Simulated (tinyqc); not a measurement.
Phonon polaritons: single-oscillator infrared dielectric function of a polar cubic crystal. Computed by tinyqc, a small Python program. Command: `OMP_NUM_THREADS=1 python tinyqc.py 3021113 3021114 out.jsonl infrared walk`. One thread of a shared host (Intel(R) Xeon(R) Processor @ 2.30GHz), about 0.01 s of CPU time with the checks.

One ion pair, charges +Z* and -Z*, in a cell of volume Omega = a^3/4. Frequencies omega are given as wavenumbers (1/cm); eps_s is the static dielectric constant.

Inputs (values chosen for the exercise, modelled on sodium chloride):
```
quantity,value,unit
lattice constant a,5.64,angstrom
mass M_A,22.99,u
mass M_B,35.45,u
omega_TO,161,1/cm
Born charge Z*,1.11,e
eps_inf,2.23,-
```

Structure: rock salt. Free carriers: absent.

Constants: nu for 1 eV/(angstrom^2 u) = 15.6333042 THz; 1 THz = 33.35640952 1/cm; e^2/(4 pi eps_0) = 14.39964548 eV angstrom.

Method. mu = M_A M_B/(M_A + M_B); ionic plasma term W^2 = 4 pi Z*^2 (e^2/(4 pi eps_0))/(Omega mu) in eV/(angstrom^2 u), turned into 1/cm by W = 15.6333042 x 33.35640952 x sqrt(W^2); omega_LO^2 = omega_TO^2 + W^2/eps_inf; eps_s = eps_inf + W^2/omega_TO^2; Szigeti charge 3 Z*/(eps_inf + 2); longitudinal (Callen) charge Z*/eps_inf. Transverse waves without damping obey Q^2 = omega^2 eps(omega), Q = wave vector/(2 pi) in 1/cm: eps_inf omega^4 - (eps_inf omega_LO^2 + Q^2) omega^2 + Q^2 omega_TO^2 = 0.

eps_s = 5.96933

omega_LO = 263.412 1/cm

Branches (1/cm):
```
Q,lower branch,upper branch,Q/sqrt(eps_s),Q/sqrt(eps_inf)
39,15.91,264.2,16.0,26.1
120,47.70,271.2,49.1,80.4
240,87.44,295.9,98.2,160.7
390,119.77,351.1,159.6,261.2
590,140.21,453.7,241.5,395.1
980,153.04,690.4,401.1,656.3
2000,159.06,1355.7,818.6,1339.3
3900,160.49,2620.0,1596.3,2611.6
```

The lower branch starts as light slowed by sqrt(eps_s) (0.997 of that line) and ends at 0.997 omega_TO; the upper starts at 1.003 omega_LO and ends at 1.003 of the light line with eps_inf. No branch lies between omega_TO and omega_LO.
